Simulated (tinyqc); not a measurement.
Heavy doping: gap narrowing, degeneracy and the minority density: sweeps and comparisons. A value that a table varies takes the place of the one given here.

F_j(eta) = (1/Gamma(j + 1)) integral_0^infinity x^j dx/(1 + exp(x - eta)), which tends to exp(eta) for eta << 0.

Empirical narrowing (Slotboom form, constants chosen for the exercise; published fits of this form give the apparent narrowing, here it is taken as the true one): dEg = E0 [ln(N/N0) + sqrt(ln(N/N0)^2 + C)].

Majority: N = Nc F_1/2(eta), eta the distance of EF beyond the majority band edge in kT. Degeneracy factor gam = F_1/2(eta)/exp(eta). ni0^2 = Nc Nv exp(-Eg/kT); product n p = ni0^2 gam exp(dEg/kT), dEg the true narrowing; apparent narrowing dEa = dEg + kT ln gam; minority density = n p/N.

Bipolar transistor with N as emitter doping: beta = K (N/NB) exp((dEa_B + dG - dEa_E)/kT), dEa_E = dEg(N) + kT ln gam, dEa_B = dEg(NB). For the sweep in T, Nc is scaled as (T/T0)^(3/2) from its value at T0 = T.

Constants: kB = 8.617333262e-05 eV/K.

Parameters, chosen for this exercise (gap and densities of states near those of Si at this temperature; narrowing constants near the fits for Si; not measured data): Eg = 1.1 eV (gap); Nc = 4.28e+19 1/cm^3 (conduction-band density of states); Nv = 1.75e+19 1/cm^3 (valence-band density of states); T = 400 K; E0 = 5.99 meV (narrowing scale); N0 = 1.2e+17 1/cm^3 (onset density); C = 0.5 (smoothing constant); N = 7.7e+18 1/cm^3 (ionised donors, equal to the majority density); NB = 2e+18 1/cm^3 (base doping); K = 1.5 (ratio (D_B W_E)/(D_E W_B)); dG = 0 meV (extra narrowing of the base by alloying).

## Narrowing against degeneracy

N takes the values listed; the last column is N over the factor gam exp(dEg/kT), the doping that a simple model would need to give the same minority density.

Results:

| N (1/cm^3) | eta | gam | dEg (meV) | dEa (meV) | minority (1/cm^3) | effective doping (1/cm^3) |
|---|---|---|---|---|---|---|
| 1.0e+17 | -6.06 | 0.999 | 3.3 | 3.3 | 1.14e+08 | 9.10e+16 |
| 4.0e+17 | -4.67 | 0.997 | 15.6 | 15.5 | 4.05e+07 | 2.55e+17 |
| 1.0e+18 | -3.75 | 0.992 | 26.1 | 25.8 | 2.19e+07 | 4.73e+17 |
| 4.0e+18 | -2.34 | 0.968 | 42.4 | 41.3 | 8.58e+06 | 1.21e+18 |
| 1.0e+19 | -1.37 | 0.921 | 53.3 | 50.5 | 4.48e+06 | 2.31e+18 |
| 4.0e+19 | 0.26 | 0.722 | 69.9 | 58.6 | 1.42e+06 | 7.31e+18 |
| 1.0e+20 | 1.65 | 0.449 | 80.8 | 53.2 | 4.84e+05 | 2.14e+19 |
| 3.0e+20 | 4.22 | 0.103 | 93.9 | 15.4 | 5.40e+04 | 1.92e+20 |
| 9.0e+20 | 9.12 | 0.00230 | 107.1 | -102.3 | 592 | 1.75e+22 |

dEg grows steadily to 107.1 meV, while the apparent value peaks at 58.6 meV for N = 4e+19 and falls to -102.3 meV as the Fermi level enters the band (a negative value is not met in measurements: parabolic bands with a fixed mass overstate the filling). N grows by a factor 40 from the third to the sixth row and the effective doping by 15.4.

## Current gain against temperature

Gain:

| T (K) | beta | beta with dG = 0 | without narrowing |
|---|---|---|---|
| 150 | 2.21 | 2.21 | 5.78 |
| 200 | 2.73 | 2.73 | 5.78 |
| 250 | 3.13 | 3.13 | 5.78 |
| 300 | 3.43 | 3.43 | 5.78 |
| 350 | 3.67 | 3.67 | 5.78 |
| 400 | 3.87 | 3.87 | 5.78 |
| 450 | 4.03 | 4.03 | 5.78 |

dEa_B + dG - dEa_E at T0 = -13.8 meV

beta is 2.21 at 150 K and 4.03 at 450 K, since the net exponent is negative: the emitter has the larger apparent narrowing. At 300 K narrowing and degeneracy change the gain by a factor 0.594.

## What moves the minority density and the gain

All results formed anew. Each row changes one parameter from the base and keeps the others.

Results:

| case | dEg (meV) | dEa (meV) | minority (1/cm^3) | beta |
|---|---|---|---|---|
| base | 50.21 | 48.02 | 5.42e+06 | 3.87 |
| N = 1.54e+19 1/cm^3 | 58.47 | 54.10 | 3.23e+06 | 6.49 |
| E0 = 7.188 meV | 60.25 | 58.07 | 7.25e+06 | 3.53 |
| N0 = 2.4e+17 1/cm^3 | 41.98 | 39.79 | 4.27e+06 | 3.88 |
| Eg = 1.12 eV | 50.21 | 48.02 | 3.03e+06 | 3.87 |
| Nc = 5.56e+19 1/cm^3 | 50.21 | 48.53 | 7.14e+06 | 3.81 |
| NB = 4e+18 1/cm^3 | 50.21 | 48.02 | 5.42e+06 | 2.45 |

The largest shifts from the base row, up to three for each result and ties (the steps differ in size, so this ranks the rows, not the parameters). dEg (meV): E0 +10.04, N +8.25, N0 -8.23; unchanged at the printed digits by Eg, Nc and NB. dEa (meV): E0 +10.04, N0 -8.23, N +6.08; unchanged at the printed digits by Eg and NB. minority (1/cm^3): Eg -2.38e+06, N -2.19e+06, E0 +1.83e+06; unchanged at the printed digits by NB. beta: N +2.62, NB -1.42, E0 -0.343; unchanged at the printed digits by Eg.

Program tinyqc; command `OMP_NUM_THREADS=1 python tinyqc.py 1652261 1652262 out.jsonl`; about 0.01 s on one thread of a shared Intel(R) Xeon(R) Processor @ 2.30GHz.
